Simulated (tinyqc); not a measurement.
Worked calculation: plane-wave Kohn-Sham cycle with exchange-only LDA in a layered model solid. One step of it, computed by the program tinyqc.

Question. Iteration 2: potential. V_H(G) = 4 pi rho(G)/G^2 for G != 0 (uniform background); v_x = -(3 rho/pi)^(1/3); V = V_ext + V_H + v_x; Fourier components f(G_m) = (1/N) sum_j f(x_j) exp(-i G_m x_j).

A solid whose potential varies along x alone (atomic units):
```
parameter                      value
period a                   15.300000
cross-section of the cell  29.000000
electrons per cell                 2
grid points                       16
plane waves -n..n, n               2
k points                           3
V1 in V1 cos(2 pi x/a)     -0.510000
V2 in V2 cos(4 pi x/a)     -0.190000
```

density after iteration 1 (e/bohr^3): 0.01955849  0.01581862  0.00803353  0.00216253  0.00016616  0.00003151  0.00001792  0.00001754  0.00006670  0.00001754  0.00001792  0.00003151  0.00016616  0.00216253  0.00803353  0.01581862

Give: Potentials on the grid; V(G_m), m = 0, 1, 2, ....

Answer.

Potentials on the grid (hartree):
```
x        V_ext     V_H     v_x       V
0.000   -0.700   0.683  -0.265  -0.282
0.956   -0.606   0.601  -0.247  -0.252
1.913   -0.361   0.392  -0.197  -0.166
2.869   -0.061   0.141  -0.127  -0.048
3.825    0.190  -0.088  -0.054   0.048
4.781    0.330  -0.268  -0.031   0.031
5.737    0.361  -0.396  -0.026  -0.062
6.694    0.337  -0.473  -0.026  -0.162
7.650    0.320  -0.499  -0.040  -0.219
8.606    0.337  -0.473  -0.026  -0.162
9.562    0.361  -0.396  -0.026  -0.062
10.519   0.330  -0.268  -0.031   0.031
11.475   0.190  -0.088  -0.054   0.048
12.431  -0.061   0.141  -0.127  -0.048
13.387  -0.361   0.392  -0.197  -0.166
14.344  -0.606   0.601  -0.247  -0.252
```

V(G_m), m = 0, 1, 2, ... (hartree): -0.108  -0.027  -0.072  0.010  0.003
